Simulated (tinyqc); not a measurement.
Absorption spectrum: gated graphene: carriers, quantum capacitance and optical conductivity.

Conductivity over sigma0 = e^2/(4 hbar): interband Re = sinh(E/2kT)/(cosh(mu/kT) + cosh(E/2kT)); intraband Re = (8 kT/pi) ln(2 cosh(mu/2kT)) Gm/(E^2 + Gm^2). A free sheet absorbs about pi alpha_f Re(sigma/sigma0), alpha_f the fine-structure constant (alpha among the constants).

Constants: kB = 8.617333262e-05 eV/K; fine-structure constant alpha = 0.007297352564.

Inputs chosen for the exercise (out of a larger set: Fermi velocity near that of graphene, gate dielectric near SiO2; not measured data): T = 150 K; Gm = 5 meV (intraband damping).

mu = -0.26616 eV

Results:
```
E (eV)  interband  intraband  absorption (%)
0.053      0.0000     0.5979           1.371
0.106      0.0000     0.1505           0.345
0.186      0.0000     0.0489           0.112
0.266      0.0000     0.0239           0.055
0.373      0.0021     0.0122           0.033
0.452      0.0428     0.0083           0.117
0.532      0.4970     0.0060           1.153
0.612      0.9562     0.0045           2.202
0.692      0.9979     0.0035           2.296
0.852      1.0000     0.0023           2.298
1.065      1.0000     0.0015           2.296
1.597      1.0000     0.0007           2.294
```

What does the comparison show?

The edge lies at 2|mu| = 0.532 eV and, for |mu| above about 3 kT (here 20.6), rises from 10 % to 90 % over about 8.8 kT = 0.114 eV. The absorption is lowest, 0.033 %, at 0.373 eV of those listed, between the Drude tail and the edge; at the last row it is 2.294 % against pi alpha_f = 2.293 %. The thin-sheet formula fails where the absorption is large, and trigonal warping matters above about 1.5 eV.

tinyqc: `OMP_NUM_THREADS=1 python tinyqc.py 1680864 1680865 out.jsonl`; about 0.01 s, one thread, shared Intel(R) Xeon(R) Processor @ 2.30GHz.
